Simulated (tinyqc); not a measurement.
CCSD on RHF in the 6-31g basis, for H4, spin multiplicity 1, step by step (part 2 of 3). Computed by tinyqc, a small Python program that keeps every step (integrals from PySCF). Command: `OMP_NUM_THREADS=1 python tinyqc.py 23429 23430 out.jsonl` (the two numbers bound the seeds that draw the settings). One thread of a shared host (Intel(R) Xeon(R) Processor @ 2.60GHz), about 0.4 s of CPU time with the checks.

Geometry (angstrom):
```
atom         x         y         z
H     0.000000  0.000000  0.000000
H     0.000000  0.000000  0.882000
H     0.000000  0.000000  1.850000
H     0.000000  0.000000  2.731000
```

## Iteration 7 (converged): orbitals

converged F (hartree), order 1H 1s, 1H 2s, 2H 1s, 2H 2s, 3H 1s, 3H 2s, 4H 1s, 4H 2s:
```
[[0.039423, -0.460945, -0.480625, -0.447381, -0.076841, -0.207884, 0.024794, -0.031356],
 [-0.460945, -0.334813, -0.490341, -0.397702, -0.187594, -0.259422, -0.031345, -0.099918],
 [-0.480625, -0.490341, -0.057523, -0.548783, -0.347033, -0.400048, -0.077079, -0.187815],
 [-0.447381, -0.397702, -0.548783, -0.458708, -0.400170, -0.392902, -0.208205, -0.259628],
 [-0.076841, -0.187594, -0.347033, -0.400170, -0.058056, -0.549102, -0.481231, -0.490783],
 [-0.207884, -0.259422, -0.400048, -0.392902, -0.549102, -0.458821, -0.447795, -0.397873],
 [0.024794, -0.031345, -0.077079, -0.208205, -0.481231, -0.447795, 0.038885, -0.461267],
 [-0.031356, -0.099918, -0.187815, -0.259628, -0.490783, -0.397873, -0.461267, -0.334992]]
```

X, order 1H 1s, 1H 2s, 2H 1s, 2H 2s, 3H 1s, 3H 2s, 4H 1s, 4H 2s:
```
[[1.273985, -0.465399, -0.103707, -0.063472, 0.017449, 0.137855, -0.019379, -0.043007],
 [-0.465399, 2.117249, 0.122630, -1.614558, 0.019187, 0.718383, -0.043006, -0.191011],
 [-0.103707, 0.122630, 1.298117, -0.651592, -0.071372, 0.092910, 0.017538, 0.019131],
 [-0.063472, -1.614558, -0.651592, 3.999648, 0.092879, -2.455551, 0.137905, 0.718925],
 [0.017449, 0.019187, -0.071372, 0.092879, 1.298234, -0.651673, -0.104249, 0.122879],
 [0.137855, 0.718383, 0.092910, -2.455551, -0.651673, 4.002862, -0.063486, -1.617186],
 [-0.019379, -0.043006, 0.017538, 0.137905, -0.104249, -0.063486, 1.274134, -0.465330],
 [-0.043007, -0.191011, 0.019131, 0.718925, 0.122879, -1.617186, -0.465330, 2.119163]]
```

Diagonalise F' = X^T F X, C = X C', fill 2 alpha and 2 beta electrons from the bottom; D = 2 C_occ C_occ^T. Each column has its largest component positive (the first on a tie).

F' = X^T F X (hartree):
```
[[0.626405, -0.553074, -0.379905, -0.202109, 0.079918, 0.066242, -0.016678, 0.005295],
 [-0.553074, 0.255836, -0.090458, -0.217536, 0.006313, -0.074822, 0.005329, 0.043124],
 [-0.379905, -0.090458, 0.598683, -0.627321, -0.245847, -0.080343, 0.080035, 0.006168],
 [-0.202109, -0.217536, -0.627321, 0.505603, -0.080404, -0.272826, 0.066136, -0.074829],
 [0.079918, 0.006313, -0.245847, -0.080404, 0.598645, -0.627338, -0.380848, -0.090343],
 [0.066242, -0.074822, -0.080343, -0.272826, -0.627338, 0.505806, -0.202068, -0.217600],
 [-0.016678, 0.005329, 0.080035, 0.066136, -0.380848, -0.202068, 0.626419, -0.553047],
 [0.005295, 0.043124, 0.006168, -0.074829, -0.090343, -0.217600, -0.553047, 0.255891]]
```

orbital energies (hartree): [-0.696343, -0.457871, 0.157775, 0.409508, 0.832239, 1.095630, 1.200745, 1.431606]

coefficients C, order 1H 1s, 1H 2s, 2H 1s, 2H 2s, 3H 1s, 3H 2s, 4H 1s, 4H 2s:
```
[[0.172553, 0.250687, 0.153739, -0.095165, 0.582320, 0.848060, -0.728025, -0.402887],
 [0.120949, 0.243415, 0.985820, 1.927966, -0.324676, 0.135305, 1.145557, 1.295052],
 [0.258321, 0.190315, -0.163762, -0.179320, 0.570590, 0.290465, 0.710934, 1.035654],
 [0.195209, 0.398145, -0.674909, -3.219683, -0.511669, -2.167770, -1.004402, -2.935723],
 [0.258708, -0.190082, -0.163464, 0.179608, 0.571129, -0.290264, 0.707440, -1.038025],
 [0.195616, -0.397771, -0.674542, 3.222283, -0.519540, 2.169402, -0.992263, 2.940226],
 [0.173021, -0.250517, 0.153726, 0.095460, 0.582879, -0.846407, -0.727894, 0.406173],
 [0.121117, -0.242940, 0.985988, -1.931419, -0.321822, -0.138332, 1.141516, -1.300508]]
```

D after iteration 7, order 1H 1s, 1H 2s, 2H 1s, 2H 2s, 3H 1s, 3H 2s, 4H 1s, 4H 2s:
```
[[0.185237, 0.163782, 0.184567, 0.266987, -0.006021, -0.131924, -0.065892, -0.080005],
 [0.163782, 0.147759, 0.155138, 0.241050, -0.029957, -0.146328, -0.080106, -0.088973],
 [0.184567, 0.155138, 0.205899, 0.252399, 0.061309, -0.050340, -0.005964, -0.029896],
 [0.266987, 0.241050, 0.252399, 0.393252, -0.050357, -0.240369, -0.131934, -0.146164],
 [-0.006021, -0.029957, 0.061309, -0.050357, 0.206122, 0.252433, 0.184761, 0.155025],
 [-0.131924, -0.146328, -0.050340, -0.240369, 0.252433, 0.392975, 0.266988, 0.240654],
 [-0.065892, -0.080106, -0.005964, -0.131934, 0.184761, 0.266988, 0.185389, 0.163632],
 [-0.080005, -0.088973, -0.029896, -0.146164, 0.155025, 0.240654, 0.163632, 0.147378]]
```

## Convergence

Stop when the energy changes by less than 1e-10 hartree and every element of the error matrix X^T (F D S - S D F) X is below 3e-06.

Course of the cycle:
```
iteration  E (hartree)     change  largest element of the error matrix
1          -1.70716208          -                             1.26e-01
2          -2.18390571  -4.77e-01                             3.45e-02
3          -2.18825125  -4.35e-03                             6.51e-03
4          -2.18844326  -1.92e-04                             1.77e-03
5          -2.18845769  -1.44e-05                             2.15e-04
6          -2.18845785  -1.68e-07                             2.54e-06
7          -2.18845785  -2.20e-11                             1.94e-07
```

PySCF RHF in the same basis = -2.18845785 hartree

Converged in 7 iterations.

## Integrals over molecular orbitals

core Hamiltonian H = T + V (hartree), order 1H 1s, 1H 2s, 2H 1s, 2H 2s, 3H 1s, 3H 2s, 4H 1s, 4H 2s:
```
[[-1.334293, -1.181168, -0.813271, -0.910048, -0.059946, -0.315680, -0.000943, -0.058647],
 [-1.181168, -1.368889, -1.005408, -1.263417, -0.335889, -0.675308, -0.058664, -0.236421],
 [-0.813271, -1.005408, -1.686113, -1.407014, -0.718761, -0.955552, -0.060177, -0.336400],
 [-0.910048, -1.263417, -1.407014, -1.644446, -0.955657, -1.314940, -0.316278, -0.676028],
 [-0.059946, -0.335889, -0.718761, -0.955657, -1.686608, -1.407274, -0.815054, -1.006398],
 [-0.315680, -0.675308, -0.955552, -1.314940, -1.407274, -1.644560, -0.911036, -1.264190],
 [-0.000943, -0.058664, -0.060177, -0.316278, -0.815054, -0.911036, -1.335098, -1.181632],
 [-0.058647, -0.236421, -0.336400, -0.676028, -1.006398, -1.264190, -1.181632, -1.369297]]
```

Given earlier and not repeated: Two-electron integrals (ij|kl) in chemists' order.

(pq|rs) = sum C_ip C_jq C_kr C_ls (ij|kl), one index at a time.

one-electron integrals over orbitals h = C^T H C (hartree):
```
[[-1.928746, 0.000088, 0.167189, -0.000239, -0.161025, 0.000042, -0.077522, 0.000207],
 [0.000088, -1.618803, 0.000262, 0.180509, -0.000026, -0.131925, -0.000246, -0.077266],
 [0.167189, 0.000262, -1.179336, -0.000066, -0.060440, -0.000131, 0.292258, -0.000392],
 [-0.000239, 0.180509, -0.000066, -0.810066, -0.000119, -0.041170, 0.000370, 0.291868],
 [-0.161025, -0.000026, -0.060440, -0.000119, -0.659051, 0.000108, -0.080497, 0.000043],
 [0.000042, -0.131925, -0.000131, -0.041170, 0.000108, -0.384218, -0.000077, 0.043702],
 [-0.077522, -0.000246, 0.292258, 0.000370, -0.080497, -0.000077, -0.369585, -0.000127],
 [0.000207, -0.077266, -0.000392, 0.291868, 0.000043, 0.043702, -0.000127, -0.358384]]
```

Two-electron integrals over orbitals (pq|rs), unique and non-zero (hartree):
```
(11|11) 0.507004    (21|11) -0.000266   (21|21) 0.151755    (22|11) 0.438577
(22|21) 0.000178    (22|22) 0.435533    (31|11) -0.077534   (31|21) -0.000117
(31|22) -0.009166   (31|31) 0.072301    (32|11) -0.000232   (32|21) 0.071324
(32|22) 0.000084    (32|31) 0.000039    (32|32) 0.078053    (33|11) 0.379052
(33|21) 0.000052    (33|22) 0.364681    (33|31) -0.015471   (33|32) 0.000007
(33|33) 0.343190    (41|11) 0.000186    (41|21) -0.045393   (41|22) 0.000010
(41|31) -0.000027   (41|32) 0.011094    (41|33) 0.000017    (41|41) 0.037505
(42|11) -0.087736   (42|21) -0.000033   (42|22) -0.050429   (42|31) 0.043299
(42|32) 0.000068    (42|33) -0.022073   (42|41) -0.000028   (42|42) 0.047207
(43|11) -0.000095   (43|21) 0.079298    (43|22) 0.000149    (43|31) -0.000063
(43|32) 0.059920    (43|33) 0.000058    (43|41) -0.004311   (43|42) -0.000025
(43|43) 0.083791    (44|11) 0.329833    (44|21) -0.000084   (44|22) 0.322311
(44|31) -0.008154   (44|32) -0.000079   (44|33) 0.309154    (44|41) 0.000019
(44|42) -0.012697   (44|43) -0.000079   (44|44) 0.299848    (51|11) 0.078191
(51|21) -0.000087   (51|22) 0.073249    (51|31) -0.006877   (51|32) -0.000047
(51|33) 0.045942    (51|41) 0.000057    (51|42) -0.021601   (51|43) -0.000011
(51|44) 0.034468    (51|51) 0.049266    (52|11) -0.000084   (52|21) 0.063664
(52|22) 0.000107    (52|31) -0.000042   (52|32) 0.027835    (52|33) 0.000041
(52|41) -0.021757   (52|42) -0.000013   (52|43) 0.019322    (52|44) -0.000010
(52|51) -0.000051   (52|52) 0.048821    (53|11) 0.013784    (53|21) -0.000040
(53|22) 0.026916    (53|31) 0.012260    (53|32) 4.26e-08    (53|33) 0.013036
(53|41) 0.000010    (53|42) -0.001398   (53|43) -0.000020   (53|44) 0.001112
(53|51) 0.002208    (53|52) -0.000015   (53|53) 0.020509    (54|11) 0.000100
(54|21) -0.036785   (54|22) -0.000019   (54|31) 0.000014    (54|32) -0.015720
(54|33) -0.000005   (54|41) 0.011073    (54|42) -0.000011   (54|43) -0.028019
(54|44) 0.000037    (54|51) 0.000042    (54|52) -0.017096   (54|53) 0.000014
(54|54) 0.017920    (55|11) 0.411517    (55|21) -0.000147   (55|22) 0.383171
(55|31) -0.035078   (55|32) -0.000119   (55|33) 0.332125    (55|41) 0.000107
(55|42) -0.055477   (55|43) -0.000036   (55|44) 0.292872    (55|51) 0.052271
(55|52) -0.000027   (55|53) 0.023239    (55|54) 0.000053    (55|55) 0.368763
(61|11) -0.000078   (61|21) 0.039230    (61|22) 0.000035    (61|31) -0.000034
(61|32) 0.028895    (61|33) 0.000013    (61|41) -0.005241   (61|42) 0.000010
(61|43) 0.013982    (61|44) -0.000023   (61|51) -0.000061   (61|52) 0.037061
(61|53) -0.000012   (61|54) -0.010872   (61|55) -0.000032   (61|61) 0.032886
(62|11) 0.049000    (62|21) 0.000034    (62|22) 0.073156    (62|31) 0.024034
(62|32) 0.000086    (62|33) 0.045396    (62|41) 0.000015    (62|42) -0.001963
(62|43) 0.000030    (62|44) 0.028335    (62|51) 0.042001    (62|52) 0.000069
(62|53) 0.020292    (62|54) 2.72e-06    (62|55) 0.047127    (62|61) 0.000047
(62|62) 0.060297    (63|11) -0.000036   (63|21) 0.042132    (63|22) 0.000128
(63|31) 2.54e-06    (63|32) 0.032278    (63|33) 0.000054    (63|41) -0.004960
(63|42) 1.35e-06    (63|43) 0.016160    (63|44) 2.68e-06    (63|51) -0.000013
(63|52) 0.029989    (63|53) 0.000022    (63|54) -0.003727   (63|55) 0.000011
(63|61) 0.026163    (63|62) 0.000103    (63|63) 0.029942    (64|11) 0.010780
(64|21) 0.000030    (64|22) 0.006204    (64|31) -0.005144   (64|32) -1.79e-06
(64|33) 0.006056    (64|41) -0.000013   (64|42) -0.003515   (64|43) -3.11e-06
(64|44) 0.001155    (64|51) -0.005820   (64|52) 0.000016    (64|53) 0.005131
(64|54) -7.50e-07   (64|55) 0.009143    (64|61) 0.000011    (64|62) -0.003707
(64|63) 0.000018    (64|64) 0.006367    (65|11) -0.000236   (65|21) 0.121788
(65|22) 0.000186    (65|31) -0.000033   (65|32) 0.076132    (65|33) 0.000059
(65|41) -0.023784   (65|42) 0.000013    (65|43) 0.066766    (65|44) -0.000058
(65|51) -0.000042   (65|52) 0.052458    (65|53) -0.000012   (65|54) -0.025114
(65|55) -0.000135   (65|61) 0.038445    (65|62) 0.000108    (65|63) 0.044758
(65|64) 0.000018    (65|65) 0.120105    (66|11) 0.386381    (66|21) 0.000220
(66|22) 0.400135    (66|31) 0.009192    (66|32) 0.000196    (66|33) 0.338053
(66|41) 0.000021    (66|42) -0.033553   (66|43) 0.000172    (66|44) 0.292737
(66|51) 0.056633    (66|52) 0.000145    (66|53) 0.038577    (66|54) -0.000022
(66|55) 0.365065    (66|61) 0.000094    (66|62) 0.075659    (66|63) 0.000201
(66|64) 0.008237    (66|65) 0.000292    (66|66) 0.401101    (71|11) 0.046765
(71|21) 0.000135    (71|22) -0.004870   (71|31) -0.052927   (71|32) -0.000052
(71|33) 0.009987    (71|41) -0.000033   (71|42) -0.024320   (71|43) 0.000049
(71|44) 0.014619    (71|51) 0.012041    (71|52) 0.000077    (71|53) -0.026864
(71|54) -0.000036   (71|55) 0.008113    (71|61) 0.000047    (71|62) -0.024025
(71|63) -0.000013   (71|64) -0.002271   (71|65) 0.000042    (71|66) -0.031196
(71|71) 0.059922    (72|11) 0.000205    (72|21) -0.040496   (72|22) -0.000029
(72|31) -0.000078   (72|32) -0.045923   (72|33) 0.000035    (72|41) -0.004760
(72|42) -0.000068   (72|43) -0.010528   (72|44) 0.000064    (72|51) 0.000085
(72|52) -0.028533   (72|53) -0.000046   (72|54) -0.001139   (72|55) 0.000090
(72|61) -0.028955   (72|62) -0.000082   (72|63) -0.034672   (72|64) -0.000024
(72|65) -0.053752   (72|66) -0.000178   (72|71) 0.000119    (72|72) 0.052234
(73|11) -0.106467   (73|21) -0.000094   (73|22) -0.089087   (73|31) 0.020510
(73|32) 0.000026    (73|33) -0.058741   (73|41) 0.000020    (73|42) 0.032363
(73|43) -0.000043   (73|44) -0.032296   (73|51) -0.044908   (73|52) -0.000075
(73|53) -0.010008   (73|54) 0.000010    (73|55) -0.074771   (73|61) -0.000025
(73|62) -0.038877   (73|63) -0.000052   (73|64) -0.002072   (73|65) -0.000071
(73|66) -0.077879   (73|71) -0.011152   (73|72) -0.000041   (73|73) 0.056596
(74|11) -0.000159   (74|21) 0.008038    (74|22) -0.000077   (74|31) 0.000045
(74|32) 0.033172    (74|33) -0.000061   (74|41) 0.019838    (74|42) 0.000065
(74|43) 0.031251    (74|44) -0.000084   (74|51) -0.000049   (74|52) -0.008492
(74|53) 2.07e-06    (74|54) -0.004495   (74|55) -0.000103   (74|61) -0.000789
(74|62) -0.000024   (74|63) 0.002632    (74|64) -0.000010   (74|65) 0.019087
(74|66) -0.000011   (74|71) -0.000081   (74|72) -0.012222   (74|73) 0.000109
(74|74) 0.034759    (75|11) 0.046484    (75|21) 0.000139    (75|22) -0.014482
(75|31) -0.064519   (75|32) -0.000085   (75|33) -0.002438   (75|41) -0.000039
(75|42) -0.034385   (75|43) 0.000039    (75|44) -0.000251   (75|51) -0.007246
(75|52) 0.000049    (75|53) -0.019666   (75|54) -0.000028   (75|55) 0.015200
(75|61) 0.000024    (75|62) -0.042048   (75|63) -0.000032   (75|64) 0.005762
(75|65) 0.000018    (75|66) -0.037119   (75|71) 0.055115    (75|72) 0.000114
(75|73) -0.002494   (75|74) -0.000079   (75|75) 0.076127    (76|11) 0.000186
(76|21) -0.080501   (76|22) -0.000165   (76|31) -0.000047   (76|32) -0.072068
(76|33) -0.000062   (76|41) 0.000971    (76|42) -0.000061   (76|43) -0.045190
(76|44) 0.000029    (76|51) 0.000027    (76|52) -0.049026   (76|53) -0.000024
(76|54) 0.016271    (76|55) 0.000074    (76|61) -0.045311   (76|62) -0.000185
(76|63) -0.045841   (76|64) -3.11e-06   (76|65) -0.089280   (76|66) -0.000315
(76|71) 0.000046    (76|72) 0.060113    (76|73) 0.000043    (76|74) -0.021009
(76|75) 0.000119    (76|76) 0.091476    (77|11) 0.433847    (77|21) 0.000323
(77|22) 0.407396    (77|31) -0.031477   (77|32) 0.000044    (77|33) 0.357958
(77|41) -0.000075   (77|42) -0.051446   (77|43) 0.000233    (77|44) 0.314801
(77|51) 0.078446    (77|52) 0.000177    (77|53) 0.020274    (77|54) -0.000087
(77|55) 0.378687    (77|61) 0.000070    (77|62) 0.072768    (77|63) 0.000118
(77|64) 0.003487    (77|65) 0.000258    (77|66) 0.382807    (77|71) 0.016053
(77|72) 0.000077    (77|73) -0.094263   (77|74) -0.000139   (77|75) 0.001368
(77|76) -0.000156   (77|77) 0.415566    (81|11) -0.000176   (81|21) 0.031457
(81|22) 0.000048    (81|31) 0.000133    (81|32) -0.030900   (81|33) 0.000014
(81|41) -0.040379   (81|42) 0.000052    (81|43) 0.013605    (81|44) -0.000037
(81|51) -0.000042   (81|52) 0.015146    (81|53) 0.000049    (81|54) -0.020414
(81|55) -0.000038   (81|61) -0.002436   (81|62) 0.000048    (81|63) -0.011826
(81|64) 0.000005    (81|65) -0.001867   (81|66) 0.000043    (81|71) -0.000063
(81|72) 0.038722    (81|73) -0.000061   (81|74) -0.028203   (81|75) -0.000064
(81|76) 0.026420    (81|77) 0.000185    (81|81) 0.076589    (82|11) 0.053495
(82|21) 0.000129    (82|22) 0.001733    (82|31) -0.054617   (82|32) 0.000011
(82|33) 0.008545    (82|41) 0.000022    (82|42) -0.031262   (82|43) 0.000051
(82|44) 0.016681    (82|51) 0.014241    (82|52) 0.000076    (82|53) -0.022719
(82|54) -0.000010   (82|55) 0.015829    (82|61) 0.000063    (82|62) -0.020606
(82|63) 0.000029    (82|64) -0.002057   (82|65) 0.000080    (82|66) -0.026423
(82|71) 0.056833    (82|72) 0.000044    (82|73) -0.011227   (82|74) -0.000046
(82|75) 0.056571    (82|76) -0.000025   (82|77) 0.020302    (82|81) -0.000173
(82|82) 0.060143    (83|11) 0.000239    (83|21) -0.071897   (83|22) 0.000029
(83|31) 0.000047    (83|32) -0.018883   (83|33) 0.000047    (83|41) 0.032784
(83|42) -0.000006   (83|43) -0.024437   (83|44) 0.000056    (83|51) 0.000097
(83|52) -0.039432   (83|53) 0.000044    (83|54) 0.017006    (83|55) 0.000153
(83|61) -0.023497   (83|62) 0.000031    (83|63) -0.021664   (83|64) -0.000014
(83|65) -0.053266   (83|66) 0.000016    (83|71) -0.000103   (83|72) 0.014483
(83|73) 0.000015    (83|74) 0.017121    (83|75) -0.000112   (83|76) 0.033171
(83|77) -0.000089   (83|81) -0.033886   (83|82) -0.000079   (83|83) 0.050244
(84|11) -0.112409   (84|21) 0.000006    (84|22) -0.069345   (84|31) 0.047925
(84|32) 0.000018    (84|33) -0.047323   (84|41) -0.000096   (84|42) 0.045085
(84|43) -0.000058   (84|44) -0.030392   (84|51) -0.035402   (84|52) 0.000007
(84|53) 0.004037    (84|54) -0.000016   (84|55) -0.068921   (84|61) 0.000005
(84|62) -0.010505   (84|63) -3.06e-06   (84|64) -0.002594   (84|65) 0.000006
(84|66) -0.044238   (84|71) -0.039036   (84|72) -0.000076   (84|73) 0.046108
(84|74) 0.000019    (84|75) -0.040152   (84|76) -0.000021   (84|77) -0.077567
(84|81) 0.000160    (84|82) -0.042284   (84|83) -0.000078   (84|84) 0.061108
(85|11) -0.000082   (85|21) 0.020138    (85|22) 0.000077    (85|31) 0.000106
(85|32) -0.029680   (85|33) 0.000043    (85|41) -0.032791   (85|42) 0.000030
(85|43) 0.004143    (85|44) 0.000011    (85|51) 0.000022    (85|52) 0.002608
(85|53) 0.000040    (85|54) -0.012190   (85|55) -0.000015   (85|61) -0.011340
(85|62) 0.000056    (85|63) -0.016163   (85|64) -9.02e-07   (85|65) -0.004832
(85|66) 0.000049    (85|71) -0.000049   (85|72) 0.035471    (85|73) -0.000078
(85|74) -0.024807   (85|75) -0.000063   (85|76) 0.033736    (85|77) 0.000190
(85|81) 0.059226    (85|82) -0.000140   (85|83) -0.024103   (85|84) 0.000114
(85|85) 0.055044    (86|11) -0.001489   (86|21) 0.000148    (86|22) -0.031883
(86|31) -0.032010   (86|32) 0.000059    (86|33) -0.020654   (86|41) -4.01e-06
(86|42) -0.013710   (86|43) 0.000062    (86|44) -0.010727   (86|51) -0.015578
(86|52) 0.000071    (86|53) -0.017984   (86|54) -0.000024   (86|55) -0.012351
(86|61) 0.000068    (86|62) -0.038884   (86|63) 0.000031    (86|64) 0.001886
(86|65) 0.000104    (86|66) -0.044191   (86|71) 0.032325    (86|72) -0.000036
(86|73) 0.013582    (86|74) 0.000012    (86|75) 0.046240    (86|76) -0.000039
(86|77) -0.027961   (86|81) -0.000122   (86|82) 0.031939    (86|83) -0.000100
(86|84) -0.013062   (86|85) -0.000132   (86|86) 0.035274    (87|11) -0.000123
(87|21) 0.135310    (87|22) 0.000177    (87|31) -0.000204   (87|32) 0.052536
(87|33) 0.000072    (87|41) -0.047423   (87|42) -0.000098   (87|43) 0.077377
(87|44) -0.000052   (87|51) -0.000067   (87|52) 0.066384    (87|53) -0.000094
(87|54) -0.042350   (87|55) -0.000082   (87|61) 0.041805    (87|62) -0.000015
(87|63) 0.035588    (87|64) 0.000020    (87|65) 0.106805    (87|66) 0.000148
(87|71) 0.000274    (87|72) -0.021254   (87|73) -0.000142   (87|74) -0.003376
(87|75) 0.000276    (87|76) -0.068142   (87|77) 0.000431    (87|81) 0.058188
(87|82) 0.000229    (87|83) -0.077290   (87|84) -0.000071   (87|85) 0.037710
(87|86) 0.000206    (87|87) 0.151872    (88|11) 0.522571    (88|21) -0.000492
(88|22) 0.440790    (88|31) -0.091489   (88|32) -0.000347   (88|33) 0.383231
(88|41) 0.000273    (88|42) -0.095546   (88|43) -0.000237   (88|44) 0.340723
(88|51) 0.103732    (88|52) -0.000213   (88|53) -0.002642   (88|54) 0.000191
(88|55) 0.419013    (88|61) -0.000178   (88|62) 0.056345    (88|63) -0.000120
(88|64) 0.003544    (88|65) -0.000424   (88|66) 0.379334    (88|71) 0.078984
(88|72) 0.000322    (88|73) -0.122253   (88|74) -0.000192   (88|75) 0.066050
(88|76) 0.000342    (88|77) 0.460908    (88|81) -0.000362   (88|82) 0.085780
(88|83) 0.000382    (88|84) -0.138316   (88|85) -0.000183   (88|86) 0.007898
(88|87) -0.000347   (88|88) 0.590884
```
